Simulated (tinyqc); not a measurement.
Programming of a floating-gate cell by Fowler-Nordheim tunnelling: one step of the calculation.

Per tunnel area the floating gate has Ctun = 3.9 eps0/tox to the channel (0 V) and Ccg to the control gate, Ct = Ctun/(1 - ag), no other coupling. With the threshold shift U = -Q/Ccg the field is F = ag (Vg - U)/tox, and dU/dt = J/Ccg. Fowler-Nordheim: J = A F^2 exp(-B/F), A = q^2/(16 pi^2 hbar mo phi) (times 1e14 for A/cm^2 with F in V/nm, emitter mass m0), B = (4/3) sqrt(mo/C) phi^1.5, C = hbar^2/(2 m0).

Task. Constants of the cell. A, B, Ccg = ag Ct, the starting field and current, K = A B ag/(Ccg tox), and the knee time t0 = exp(B/F(0))/K.

Inputs (values chosen for the exercise); oxide values close to those of silicon dioxide:
```
symbol,value,unit,meaning
phi,3.06,eV,tunnel barrier
mo,0.43,m0,tunnelling mass
tox,6.8,nm,tunnel oxide thickness
ag,0.64,,coupling ratio Ccg/Ct
ar,2100,nm^2,tunnel area
Vt0,-2.9,V,threshold shift at the start
Vg,8.8,V,control-gate voltage
```

Constants: q = 1.602176634e-19 C, hbar = 1.054571817e-34 J s, m0 = 9.1093837015e-31 kg, eps0 = 8.8541878128e-14 F/cm where lengths are in cm, hbar^2/(2 m0) = 0.0380998212 eV nm^2. Results are converted to the units shown.

Give: A; B; Ccg; F(0); J(0); K; t0; electrons for 1 V of shift.

Result.

A = 1.171e8 A cm^-2 (V/nm)^-2
B = 23.98 V/nm
Ccg = 0.9028 uF/cm^2
F(0) = 1.101 V/nm
J(0) = 0.04968 A/cm^2
K = 2.928e14 1/s
t0 = 9.765 us
electrons for 1 V of shift = 118.3

Range of the model: Programming fields of 10 MV/cm and more wear the oxide; trapping and the channel potential are ignored.

tinyqc, about 0.01 s, one thread, Intel Xeon 2.30GHz (shared host): `OMP_NUM_THREADS=1 python tinyqc.py 2130044 2130045 out.jsonl`
